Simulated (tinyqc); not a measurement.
Threshold of a short bulk MOSFET: charge sharing, barrier lowering, narrow width: one step of the calculation.

n-channel device on a p-type body, depletion approximation, full ionisation. Uniform doping N = Na. Vbi from Boltzmann statistics is rough for the degenerate source. Cox = eps0 eox/tox.

Question. Long-channel threshold and scales. ni = sqrt(Nc Nv) exp(-Eg/(2 Vt)), Eg in volts; 2 pB = 2 Vt ln(N/ni); flat band Vfb - Vt ln(N/Na); Wd = sqrt(2 eps0 eps_r (2 pB - Vbs)/(q N)); body term q N Wd/Cox; long-channel VT0 = flat band + 2 pB + body term; Vbi = Vt ln(N Nsd/ni^2); scale length l = sqrt((eps_r/eox) tox Wd).

Parameters, values chosen for the exercise; band and dielectric values close to those of silicon:
```
symbol,value,unit,meaning
T,350,K,temperature
Eg,1.13,eV,band gap
eps_r,11.7,,relative permittivity
Nc,3.52e19,cm^-3,conduction-band density of states at T
Nv,3.39e19,cm^-3,valence-band density of states at T
eox,7.37,,relative permittivity of the gate insulator (close to silicon nitride)
tox,3.4,nm,insulator thickness
Na,1.7e18,cm^-3,channel doping
Nsd,1e20,cm^-3,source and drain doping
Vfb,-0.74,V,flat-band voltage for the doping Na
Vbs,-1,V,body-source voltage
```

Constants: q = 1.602176634e-19 C, kB = 1.380649e-23 J/K, Vt = kB T/q, eps0 = 8.8541878128e-14 F/cm where lengths are in cm. Results are converted to the units shown.

Give: N; 2 pB; flat band; Wd; body term; VT0; Vbi; l.

Answer.

N = 1.7000e18 cm^-3
2 pB = 0.94834 V
flat band = -0.74000 V
Wd = 38.498 nm
body term = 0.54633 V
VT0 = 0.75467 V
Vbi = 1.0712 V
l = 14.415 nm

Computed by the program tinyqc: `OMP_NUM_THREADS=1 python tinyqc.py 2002022 2002023 out.jsonl`, one thread of a shared Intel Xeon 2.30GHz, about 0.01 s for the whole run.
